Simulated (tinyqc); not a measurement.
Localisation in a chain with random site energies (transfer matrices), step by step. Values are carried at full precision from step to step, so a last printed digit may differ when a step is redone from the rounded ones.

Hopping -t; leads with site energy 0, E = -2t cos(ka). psi_(j+1) = ((e_j - E)/t) psi_j - psi_(j-1), a product of matrices M_j = [[(e_j - E)/t, -1], [1, 0]]. For M = M_N ... M_1 the transmission is T = 4 sin^2(ka)/|M21 - M12 + M22 exp(ika) - M11 exp(-ika)|^2. Long samples draw e_j = W (x_j/2147483647 - 1/2) from x_j = 16807 x_(j-1) mod 2147483647, starting at x0. The localisation length xi, in sites, is defined by ln T = -2N/xi on average; weak disorder gives xi = 24 (4t^2 - E^2)/W^2, and the mean free path for backscattering is xi/2.

Values chosen for the exercise:

| symbol | value | unit | meaning |
|---|---|---|---|
| t | 0.85 | eV | hopping |
| E | -1.3 | eV | energy |
| e | (0.49, -0.56, -0.27, 0.43, -0.21, 0.46, 0.09, -0.05, -0.45, -0.27) | eV | site energies of the short sample |
| W | 1.19 | eV | full width of the disorder |
| a | 4.3 | angstrom | spacing |

## The product of transfer matrices

Multiply site by site and give T for each length.

Running product:

| j | (e_j - E)/t | M11 | M12 | M21 | M22 | T |
|---|---|---|---|---|---|---|
| 1 | 2.1059 | 2.1059 | -1.0000 | 1.0000 | 0.0000 | 0.8333 |
| 2 | 0.8706 | 0.8334 | -0.8706 | 2.1059 | -1.0000 | 0.6669 |
| 3 | 1.2118 | -1.0961 | -0.0549 | 0.8334 | -0.8706 | 0.6081 |
| 4 | 2.0353 | -3.0641 | 0.7588 | -1.0961 | -0.0549 | 0.3918 |
| 5 | 1.2824 | -2.8333 | 1.0279 | -3.0641 | 0.7588 | 0.4618 |
| 6 | 2.0706 | -2.8024 | 1.3697 | -2.8333 | 1.0279 | 0.5668 |
| 7 | 1.6353 | -1.7494 | 1.2119 | -2.8024 | 1.3697 | 0.6120 |
| 8 | 1.4706 | 0.2297 | 0.4125 | -1.7494 | 1.2119 | 0.5821 |
| 9 | 1.0000 | 1.9791 | -0.7994 | 0.2297 | 0.4125 | 0.6910 |
| 10 | 1.2118 | 2.1686 | -1.3812 | 1.9791 | -0.7994 | 0.8440 |

T is 0.8440 for the whole sample and does not fall steadily (it rises at j = 5, 6, 7, 9 and 10): reflected waves interfere. The determinant of M stays 1.

## The same sites added without interference

One site alone reflects R_j = e_j^2/(e_j^2 + 4t^2 - E^2); incoherent addition sums R/(1 - R), and T = 1/(1 + sum).

R_j: 0.1667  0.2072  0.0573  0.1335  0.0354  0.1499  0.0067  0.0021  0.1444  0.0573

sum of R/(1 - R) = 1.1277
T without interference = 0.4700

The coherent product gives 0.8440 for this sample.

## Weak-disorder lengths

Form ka, xi, xi a and the mean free path xi a/2.

ka = 0.7002 rad
xi = 20.34 sites

lengths (nm): localisation 8.745, mean free path 4.373

The formula needs xi well above one site.

## Checks

- T from the product against the Green function: both 0.84395.

tinyqc: `OMP_NUM_THREADS=1 python tinyqc.py 1481287 1481288 out.jsonl`; about 0.05 s, one thread, shared Intel(R) Xeon(R) Processor @ 2.30GHz.
